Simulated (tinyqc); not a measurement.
Carrier lifetime from Shockley-Read-Hall, radiative, Auger and surface recombination: one step, computed by the program tinyqc. Command: `OMP_NUM_THREADS=1 python tinyqc.py 3014108 3014109 out.jsonl lifetime walk`. One thread of a shared host (Intel(R) Xeon(R) Processor @ 2.30GHz), about 0.02 s of CPU time with the checks.

Energies are counted from the top of the valence band. Boltzmann statistics, full ionisation, and equal excess densities of electrons and holes.

Task: Steady state under generation. With n = n_0 + dn, p = p_0 + dn and U/dn = 1/tau: (n p - n_i^2)/dn = n_0 + p_0 + dn = s; 1/tau_SRH = s/[tau_p0 (n + n1) + tau_n0 (p + p1)]; 1/tau_rad = B s; 1/tau_Aug = (C_n n + C_p p) s; the rates add, with 1/tau_s. dn solves dn/tau_eff(dn) = G (60 bisections in ln dn between 1e-2 and 1e22 cm^-3); the splitting of the quasi-Fermi levels is k_B T ln(n p/n_i^2).

Inputs (values chosen for the exercise, with bands modelled on ZnO):
```
quantity                   value        unit
temperature T                400           K
radiative coefficient B  3.3e-10      cm^3/s
Auger coefficient C_n    7.1e-32      cm^6/s
Auger coefficient C_p    6.5e-32      cm^6/s
generation rate G        2.4e+21  cm^-3 s^-1
```

Doping: n-type. Surface term: two equal surfaces.

n_0 = 2.90e+17 cm^-3

p_0 = 6.908420e-22 cm^-3

tau_p0 = 0.008204794 s

n1 = 8.315207e-04 cm^-3

tau_n0 = 0.001530871 s

p1 = 0.2409371 cm^-3

tau_s = 5.533329e-06 s

n_i = 0.01415430 cm^-3

Constants: k_B = 8.617333262e-05 eV/K.

Give: steady excess density; lifetime in the steady state; quasi-Fermi splitting under G.

Result:

steady excess density = 2.5027e+13 cm^-3

lifetime in the steady state = 1.0428e-08 s

quasi-Fermi splitting under G = 2.7429 eV
